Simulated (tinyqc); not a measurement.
## Bandgap voltage reference from two bipolar transistors: effect of the offset of the amplifier

Two transistors of area 1 and N carry the same current I. Is(T) = Is (T/T0)^eta exp[(Vg0 q/kB)(1/T0 - 1/T)], VBE1 = Vt ln(I/Is(T)) + I rb, VBE2 = Vt ln(I/(N Is(T))) + I rb/N. The amplifier forces I R1(T) = VBE1 - VBE2 + Vos, with R(T) = R (1 + tc (T - T0)) for both resistors, and the output is Vref = VBE1 + I R2(T). Base currents and the Early effect are neglected.

Vt = kB T/q; I = (Vt ln N + Vos)/(R1(T) - rb (1 - 1/N)). Box coefficient: span of Vref between 233 and 398 K over its average over T and over 165 K. The last column is the R2 that gives zero slope at T0.

Parameters, values chosen for the exercise; values of the order met in silicon bipolar transistors: reference temperature T0 = 323 K; band-gap voltage extrapolated to 0 K Vg0 = 1.14 V; temperature exponent of the saturation current eta = 3.1; saturation current of the unit transistor at T0 Is = 1.1e-17 A; area ratio of the second transistor N = 8; resistor across which the difference of VBE falls, at T0 R1 = 33 kohm; temperature coefficient of both resistors tc = 0 ppm/K; series resistance of the unit transistor rb = 0 ohm; output resistor at T0 R2 = 282.2 kohm.

Constants: q = 1.602176634e-19 C, kB = 1.380649e-23 J/K. Results are converted to the units shown.

Effect of the offset of the amplifier:
```
Vos (mV),I at T0 (uA),Vref at T0 (V),slope at T0 (uV/K),box coefficient (ppm/K),R2 for zero slope (kohm)
-5,1.602,1.168,45.19,44.23,273.9
-3,1.663,1.186,44.95,43.32,273.9
-1,1.724,1.204,44.84,42.57,273.9
0,1.754,1.213,44.83,42.24,273.9
1,1.784,1.222,44.84,41.94,273.9
3,1.845,1.240,44.94,41.41,273.9
5,1.905,1.258,45.12,40.98,273.9
```

Read the table: what changes, and by how much?

As Vos goes from -5 to 5, Vref rises from 1.168 to 1.258 V and the box coefficient falls from 44.2 to 41.0 ppm/K. Each mV of offset moves Vref by 9.03 mV, about R2/R1 = 8.55 plus the change of VBE1 with the current.

Computed by the program tinyqc: `OMP_NUM_THREADS=1 python tinyqc.py 2062206 2062207 out.jsonl`, one thread of a shared Intel Xeon 2.30GHz, about 0.02 s for the whole run.
